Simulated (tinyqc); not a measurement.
Worked calculation: lattice vibrations of a chain. Computed by tinyqc, a small Python program that keeps every step. Command: `OMP_NUM_THREADS=1 python tinyqc.py 29738 29739 out.jsonl` (the two numbers bound the seeds that draw the settings). One thread of a shared host (Intel(R) Xeon(R) Processor @ 2.60GHz), about 0.01 s of CPU time with the checks.

## Dynamical matrix at q = 0.5

A chain moving along its axis:

| atom | mass (u) | spring to the next atom (eV/angstrom^2) |
|---|---|---|
| 1 | 82.60000 | 5.90000 |
| 2 | 84.30000 | 15.20000 |

q is in units of 2 pi/a. A spring k from atom i to atom j, n cells on, adds k to Phi_ii and Phi_jj, -k exp(2 pi i q n) to Phi_ij and the conjugate to Phi_ji (for one atom a cell: 2k (1 - cos 2 pi q n)); D_ij = Phi_ij / sqrt(m_i m_j).

D(q) (eV/(angstrom^2 u)):
```
         1        2
1  0.25545  0.11145
2  0.11145  0.25030
```

## Frequencies

omega^2 are the eigenvalues; wavenumber = 521.4708 sqrt(eigenvalue) 1/cm.

eigenvalues: 0.14139  0.36435

wavenumbers (1/cm): 196.1  314.8

weights |e|^2 of the mass-weighted modes:
```
         mode 1   mode 2
atom 1  0.48845  0.51155
atom 2  0.51155  0.48845
```

## Dispersion and heat capacity

C/k_B per atom = mean over q = (j + 1/2)/80, j = 0..39 and all branches of y^2 e^y/(e^y - 1)^2, y = hc wavenumber / k_B T.

Wavenumbers (1/cm):

| q | branch 1 | branch 2 |
|---|---|---|
| 0.00000 | 0.00000 | 370.84771 |
| 0.06250 | 32.59554 | 369.41245 |
| 0.12500 | 64.68247 | 365.16326 |
| 0.18750 | 95.70714 | 358.28504 |
| 0.25000 | 125.00058 | 349.14593 |
| 0.31250 | 151.64029 | 338.42761 |
| 0.37500 | 174.16616 | 327.40522 |
| 0.43750 | 190.11922 | 318.40652 |
| 0.50000 | 196.08463 | 314.76792 |

Heat capacity:

| T (K) | C/k_B per atom |
|---|---|
| 20 | 0.08855 |
| 50 | 0.23463 |
| 100 | 0.47188 |
| 200 | 0.77076 |
| 300 | 0.88318 |
| 600 | 0.96806 |
| 1200 | 0.99183 |

zero-point energy per atom = 14.35034 meV
